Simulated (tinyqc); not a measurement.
Optical gain and spontaneous emission in a bulk direct-gap semiconductor, step by step. Values are carried at full precision from step to step, so a last printed digit may differ when a step is redone from the rounded ones.

F_j(eta) = (1/Gamma(j + 1)) integral_0^infinity x^j dx/(1 + exp(x - eta)), which tends to exp(eta) for eta << 0.

Quasi-Fermi levels: n = Nc F_1/2(Fc/kT) and p = Nv F_1/2(Fv/kT), Fc counted up from the conduction edge and Fv down from the valence edge; Nc, Nv from N = 2 (m kB T/(4 pi c))^(3/2) with c = hbar^2/2m0, in 1/angstrom^3; times 1e24 for 1/cm^3, with me and (mhh^(3/2) + mlh^(3/2))^(2/3).

Constants: hbar^2/2m0 = 3.80998211 eV angstrom^2; kB = 8.617333262e-05 eV/K; fine-structure constant alpha = 0.007297352564; hbar = 6.58211957e-16 eV s; hbar c = 1973.269805 eV angstrom.

Values chosen for the exercise (near those of InGaAs; shifted at random, so the results belong to these values and not to a real crystal): me = 0.0403 m0 (electron mass); mhh = 0.469 m0 (heavy-hole mass); mlh = 0.0505 m0 (light-hole mass); n = 1.1e+18 1/cm^3 (injected density, n = p); T = 250 K; Eg = 0.75 eV (direct gap); Ep = 23.5 eV (Kane energy); nr = 3.55 (refractive index); E = 0.805 eV (photon energy).

## Quasi-Fermi levels

Solve for Fc and Fv.

kT = 0.021543 eV
Nc = 1.544e+17 1/cm^3
Nv = 6.348e+18 1/cm^3
Fc = 0.0921 eV
Fv = -0.0364 eV
Fc + Fv = 0.0556 eV

The separation of the quasi-Fermi levels exceeds the gap, so photons between Eg and Eg + (Fc + Fv) see gain. The quasi-Fermi level of the electrons lies inside the band, that of the holes in the gap.

## Absorption of the empty crystal

Parabolic bands, vertical transitions, no excitons. For each hole band j: mr = me mj/(me + mj); joint density of states J_j(E) = (mr/c)^(3/2) sqrt(E - Eg)/(2 pi^2), both spins, c = hbar^2/2m0; averaged matrix element |e.p|^2 = m0 Ep/6; alpha_j(E) = 4 pi^2 alpha_f c Ep J_j/(3 nr E) in 1/angstrom (alpha_f the fine-structure constant, listed as alpha among the constants), times 1e8 for 1/cm.

Evaluate at E for heavy and light holes.

mr, J and alpha of each hole band:

| hole | mr (m0) | J (1/(eV angstrom^3)) | alpha (1/cm) |
|---|---|---|---|
| heavy | 0.03711 | 1.142e-05 | 3436.3 |
| light | 0.02241 | 5.361e-06 | 1612.9 |

The heavy-hole band gives 68 % of the total, 5049 1/cm.

## Occupations and gain at E

For band j the electron sits at Ee = (E - Eg) mr/me above its edge and the hole at Eh = (E - Eg) mr/mj; fe = 1/(1 + exp((Ee - Fc)/kT)), fh = 1/(1 + exp((Eh - Fv)/kT)); gain g = sum_j alpha_j (fe + fh - 1).

Use mr and alpha from the table.

Energies, occupations and gain of each hole band:

| hole | Ee (eV) | Eh (eV) | fe | fh | g (1/cm) |
|---|---|---|---|---|---|
| heavy | 0.0506 | 0.0044 | 0.873 | 0.131 | 11 |
| light | 0.0306 | 0.0244 | 0.946 | 0.056 | 2 |

total gain = 14 1/cm

E - Eg = 0.0550 eV is below Fc + Fv = 0.0556 eV, so both bands give gain (Bernard-Duraffourg).

## Spontaneous emission

Spontaneous rate: R = integral of (nr E/(hbar c))^2/(pi^2 hbar) sum_j alpha_j fe fh dE, with alpha in 1/cm and (nr E/(hbar c))^2 in 1/cm^2 (1e16 per 1/angstrom^2); B = R/(n p); lifetime n/R.

Integrate over photon energy.

R = 1.66e+26 1/(cm^3 s)
B = 1.37e-10 cm^3/s
radiative lifetime = 6.63 ns

## Checks

- B at n = 1e13 1/cm^3 against the van Roosbroeck-Shockley value from alpha and ni^2 (cm^3/s): both 1.93e-10.

Program tinyqc; command `OMP_NUM_THREADS=1 python tinyqc.py 1681724 1681725 out.jsonl`; about 0.09 s on one thread of a shared Intel(R) Xeon(R) Processor @ 2.30GHz.
